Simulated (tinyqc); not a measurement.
Tamm state at the end of a one-band chain: one step. Levels of the finite chain. Four cases, with inputs chosen for the exercise.

Task: Diagonalise; give the weight of each level on site 1.

Case 1.

H (eV):
$$\begin{pmatrix}
-5.04000 & -2.03000 & 0 & 0 & 0 & 0 \\
-2.03000 & 0 & -2.03000 & 0 & 0 & 0 \\
0 & -2.03000 & 0 & -2.03000 & 0 & 0 \\
0 & 0 & -2.03000 & 0 & -2.03000 & 0 \\
0 & 0 & 0 & -2.03000 & 0 & -2.03000 \\
0 & 0 & 0 & 0 & -2.03000 & 0
\end{pmatrix}$$

Case 2.

H (eV):
$$\begin{pmatrix}
-6.53000 & -2.18000 & 0 & 0 & 0 & 0 & 0 & 0 \\
-2.18000 & 0 & -2.18000 & 0 & 0 & 0 & 0 & 0 \\
0 & -2.18000 & 0 & -2.18000 & 0 & 0 & 0 & 0 \\
0 & 0 & -2.18000 & 0 & -2.18000 & 0 & 0 & 0 \\
0 & 0 & 0 & -2.18000 & 0 & -2.18000 & 0 & 0 \\
0 & 0 & 0 & 0 & -2.18000 & 0 & -2.18000 & 0 \\
0 & 0 & 0 & 0 & 0 & -2.18000 & 0 & -2.18000 \\
0 & 0 & 0 & 0 & 0 & 0 & -2.18000 & 0
\end{pmatrix}$$

Case 3.

H (eV):
$$\begin{pmatrix}
2.36000 & -0.80000 & 0 & 0 & 0 & 0 & 0 \\
-0.80000 & 0 & -0.80000 & 0 & 0 & 0 & 0 \\
0 & -0.80000 & 0 & -0.80000 & 0 & 0 & 0 \\
0 & 0 & -0.80000 & 0 & -0.80000 & 0 & 0 \\
0 & 0 & 0 & -0.80000 & 0 & -0.80000 & 0 \\
0 & 0 & 0 & 0 & -0.80000 & 0 & -0.80000 \\
0 & 0 & 0 & 0 & 0 & -0.80000 & 0
\end{pmatrix}$$

Case 4.

H (eV):
```
          1         2         3         4         5         6         7         8         9
1  -2.88000  -1.31000         0         0         0         0         0         0         0
2  -1.31000         0  -1.31000         0         0         0         0         0         0
3         0  -1.31000         0  -1.31000         0         0         0         0         0
4         0         0  -1.31000         0  -1.31000         0         0         0         0
5         0         0         0  -1.31000         0  -1.31000         0         0         0
6         0         0         0         0  -1.31000         0  -1.31000         0         0
7         0         0         0         0         0  -1.31000         0  -1.31000         0
8         0         0         0         0         0         0  -1.31000         0  -1.31000
9         0         0         0         0         0         0         0  -1.31000         0
```

Give: levels; weights on site 1.

Result:

Case 1.

levels (eV): [-5.8576, -3.4028, -1.7826, 0.2527, 2.1872, 3.5630]

weights on site 1: [0.8379, 0.0351, 0.0542, 0.0433, 0.0231, 0.0064]

The split-off level differs from the half-infinite value by +0.064 meV, the pull of the far end.

Case 2.

levels (eV): [-7.2578, -3.9869, -2.9625, -1.4957, 0.1733, 1.7991, 3.1529, 4.0475]

weights on site 1: [0.8885, 0.0096, 0.0233, 0.0279, 0.0241, 0.0163, 0.0081, 0.0022]

The split-off level differs from the half-infinite value by 0.000 meV, the pull of the far end.

Case 3.

levels (eV): [-1.4521, -1.0345, -0.4207, 0.2797, 0.9375, 1.4190, 2.6312]

weights on site 1: [0.0032, 0.0119, 0.0231, 0.0317, 0.0306, 0.0144, 0.8851]

The split-off level differs from the half-infinite value by 0.000 meV, the pull of the far end.

Case 4.

levels (eV): [-3.4759, -2.4324, -1.9235, -1.1892, -0.3265, 0.5647, 1.3853, 2.0452, 2.4723]

weights on site 1: [0.7931, 0.0188, 0.0404, 0.0460, 0.0408, 0.0305, 0.0191, 0.0091, 0.0024]

The split-off level differs from the half-infinite value by +0.001 meV, the pull of the far end.

Computed by tinyqc, one run a case: `OMP_NUM_THREADS=1 python tinyqc.py N N+1 out.jsonl` with N = 1480119, 1480240, 1480286, 1480448; one thread of a shared Intel(R) Xeon(R) Processor @ 2.30GHz, about 0.01 s a run at most.
